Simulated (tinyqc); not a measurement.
# Cluster expansion of a binary alloy: correlations, fit, cross-validation and ground states, step by step

A worked calculation. Computed by tinyqc, a small Python program that keeps every step. Command: `OMP_NUM_THREADS=1 python tinyqc.py 3007859 3007860 out.jsonl clex walk`. One thread of a shared host (Intel(R) Xeon(R) Processor @ 2.30GHz), about 0.09 s of CPU time with the checks. Intermediate numbers are printed to about 5 digits and carried at full precision; extremes and crossings named in words are read from the listed rows.

s = +1 for A and -1 for B. Energy per site E = J0 + J1 P(point) + sum over clusters of m V P, with P the mean product of spins; V > 0 on a pair favours unlike neighbours. Clusters per site m: pair 1 2, pair 2 2, pair 3 2, triplet 4; the triplet is two first-neighbour bonds at a right angle. Formation energies are counted from the line between pure A and pure B, which removes J0 and J1.

Inputs (values chosen for the exercise, for a model alloy):

| quantity | value | unit |
|---|---|---|
| first-pair interaction V1 | 5.39 | meV |
| second-pair interaction V2 | 3 | meV |
| third-pair interaction V3 | 0.078 | meV |
| triplet interaction Vt | -0.21 | meV |
| noise amplitude | 2.1 | meV/site |
| temperature T | 560 | K |
| fraction x of B | 0.29 | - |

Lattice: square.

Constants: k_B = 8.617333262e-05 eV/K.

## Design matrix

correlations P, counted on periodic cells:
```
                     point   pair 1   pair 2   pair 3  triplet
A                   1.0000   1.0000   1.0000   1.0000   1.0000
A3B p(2x2)          0.5000   0.0000   0.0000   1.0000  -0.5000
A3B c(4x2)          0.5000   0.0000   0.0000   0.5000  -0.5000
A2B diagonal rows   0.3333  -0.3333   0.3333  -0.3333  -0.3333
A2B rows            0.3333   0.3333  -0.3333   0.3333   0.3333
AB c(2x2)           0.0000  -1.0000   1.0000   1.0000   0.0000
AB p(2x1)           0.0000   0.0000  -1.0000   1.0000   0.0000
A2B2 rows           0.0000   0.5000   0.0000   0.0000   0.0000
AB2 diagonal rows  -0.3333  -0.3333   0.3333  -0.3333   0.3333
AB2 rows           -0.3333   0.3333  -0.3333   0.3333  -0.3333
AB3 p(2x2)         -0.5000   0.0000   0.0000   1.0000   0.5000
AB3 c(4x2)         -0.5000   0.0000   0.0000   0.5000   0.5000
B                  -1.0000   1.0000   1.0000   1.0000  -1.0000
```

Design matrix of formation energies: m (P - 1) for pairs and m (P(triplet) - P(point)) for the triplet; x = (1 - P(point))/2.

X:
```
                    pair 1   pair 2   pair 3  triplet
A                   0.0000   0.0000   0.0000   0.0000
A3B p(2x2)         -2.0000  -2.0000   0.0000  -4.0000
A3B c(4x2)         -2.0000  -2.0000  -1.0000  -4.0000
A2B diagonal rows  -2.6667  -1.3333  -2.6667  -2.6667
A2B rows           -1.3333  -2.6667  -1.3333   0.0000
AB c(2x2)          -4.0000   0.0000   0.0000   0.0000
AB p(2x1)          -2.0000  -4.0000   0.0000   0.0000
A2B2 rows          -1.0000  -2.0000  -2.0000   0.0000
AB2 diagonal rows  -2.6667  -1.3333  -2.6667   2.6667
AB2 rows           -1.3333  -2.6667  -1.3333   0.0000
AB3 p(2x2)         -2.0000  -2.0000   0.0000   4.0000
AB3 c(4x2)         -2.0000  -2.0000  -1.0000   4.0000
B                   0.0000   0.0000   0.0000   0.0000
```

## Formation energies

standard normal numbers for the noise (0 for the pure ends): A 0.000, A3B p(2x2) -0.118, A3B c(4x2) -0.611, A2B diagonal rows -1.201, A2B rows -0.613, AB c(2x2) 0.482, AB p(2x1) 1.159, A2B2 rows 1.680, AB2 diagonal rows -2.112, AB2 rows -0.733, AB3 p(2x2) -0.336, AB3 c(4x2) 0.216, B 0.000

Exact: X V with V = (V1, V2, V3, Vt). The data to fit add the noise amplitude times the normal numbers, standing for what the clusters leave out.

exact energies (meV/site): A 0.000, A3B p(2x2) -15.940, A3B c(4x2) -16.018, A2B diagonal rows -18.021, A2B rows -15.291, AB c(2x2) -21.560, AB p(2x1) -22.780, A2B2 rows -11.546, AB2 diagonal rows -19.141, AB2 rows -15.291, AB3 p(2x2) -17.620, AB3 c(4x2) -17.698, B 0.000

data (meV/site): A 0.000, A3B p(2x2) -16.188, A3B c(4x2) -17.301, A2B diagonal rows -20.543, A2B rows -16.578, AB c(2x2) -20.548, AB p(2x1) -20.346, A2B2 rows -8.018, AB2 diagonal rows -23.577, AB2 rows -16.830, AB3 p(2x2) -18.326, AB3 c(4x2) -17.244, B 0.000

## Normal equations for V1, V2, Vt

Leave out pair 3: A = X^T X and b = X^T E (E being the data with noise) over these three columns; solve A V = b. The root-mean-square error runs over the structures between the pure ends.

matrix A:
```
        V1      V2      Vt
V1  54.778  40.222   0.000
V2  40.222  53.778   0.000
Vt   0.000   0.000  78.222
```

b (meV): 431.22  383.45  -16.41

fitted V1, V2, Vt (meV): 5.8483  2.7562  -0.2098

root-mean-square error of the three-cluster fit = 2.1064 meV/site

The fit misses V1 by +0.46, V2 by -0.24 and Vt by 0.00 meV; the omitted V3 = 0.078 meV and the noise shift the fitted values.

## Which clusters to keep

For each set, H = X (X^T X)^-1 X^T over the structures between the ends; residual e = E - H E; leave-one-out error e_i/(1 - H_ii); both as root mean squares.

Fits:

| clusters | fit error (meV/site) | leave-one-out error (meV/site) | largest H_ii |
|---|---|---|---|
| V1 | 4.6360 | 5.7871 | 0.29209 |
| V1 V2 | 2.1795 | 3.4195 | 0.64793 |
| V1 V3 | 4.1311 | 6.1962 | 0.51613 |
| V1 V2 Vt | 2.1064 | 3.4552 | 0.64793 |
| V1 Vt | 4.6021 | 5.8268 | 0.29209 |
| V1 V2 V3 | 1.9029 | 3.2360 | 0.75527 |
| V1 V3 Vt | 4.0930 | 6.3489 | 0.51613 |
| V1 V2 V3 Vt | 1.8188 | 3.2278 | 0.75527 |

leave-one-out error without pair 3 = 3.4552 meV/site

leave-one-out error with all four = 3.2278 meV/site

The fit error can only fall as clusters are added, to 1.82 meV with all four. The leave-one-out error is least for V1 V2 V3 Vt (3.23 meV): dropping V2, V3 or Vt makes prediction worse at this noise.

## Ground states by the convex hull

Height above the hull = E less the lowest straight line between two structures that bracket x (or the lowest structure at the same x). The three-term fit is X V with the fitted values.

Hull among these structures (meV/site):

| structure | x | exact E | above hull | fitted E | above hull, fit |
|---|---|---|---|---|---|
| A | 0.0000 | 0.000 | 0.000 | 0.000 | 0.000 |
| A3B p(2x2) | 0.2500 | -15.940 | 0.078 | -16.370 | 0.000 |
| A3B c(4x2) | 0.2500 | -16.018 | 0.000 | -16.370 | 0.000 |
| A2B diagonal rows | 0.3333 | -18.021 | 0.251 | -18.711 | 0.000 |
| A2B rows | 0.3333 | -15.291 | 2.981 | -15.148 | 3.563 |
| AB c(2x2) | 0.5000 | -21.560 | 1.220 | -23.393 | 0.000 |
| AB p(2x1) | 0.5000 | -22.780 | 0.000 | -22.721 | 0.672 |
| A2B2 rows | 0.5000 | -11.546 | 11.234 | -11.361 | 12.033 |
| AB2 diagonal rows | 0.6667 | -19.141 | 0.251 | -19.830 | 0.000 |
| AB2 rows | 0.6667 | -15.291 | 4.101 | -15.148 | 4.682 |
| AB3 p(2x2) | 0.7500 | -17.620 | 0.078 | -18.048 | 0.000 |
| AB3 c(4x2) | 0.7500 | -17.698 | 0.000 | -18.048 | 0.000 |
| B | 1.0000 | 0.000 | 0.000 | 0.000 | 0.000 |

lowest exact formation energy = -22.78 meV/site

On the exact hull: A, A3B c(4x2), AB p(2x1), AB3 c(4x2), B. The fit finds A, A3B p(2x2), A3B c(4x2), A2B diagonal rows, AB c(2x2), AB2 diagonal rows, AB3 p(2x2), AB3 c(4x2), B instead; its root-mean-square error is 2.11 meV. A structure at zero height may lie on a tie line without being a vertex, and structures outside this list could lie lower.

## The random alloy and its short-range order

Random alloy: P(pair) = p^2, P(triplet) = p^3, p = 1 - 2x, so H_mix = (p^2 - 1) sum m V(pairs) + (p^3 - p) m Vt; G_mix = H_mix + k_B T [x ln x + (1 - x) ln(1 - x)]. To first order in 1/T the Warren-Cowley parameter of shell 1 is alpha_1 = -(1 - p^2) V_eff/(k_B T), V_eff = V1 + (number of triplets on a first-neighbour bond) p Vt, that number being 4.

mixing enthalpy H_mix = -13.658 meV/site

mixing free energy G_mix = -42.716 meV/site

alpha_1 = -0.085970

alpha_1 < 0: unlike neighbours are preferred.

Checks made by the program: leave-one-out formula against refits (relative difference below 1e-10).
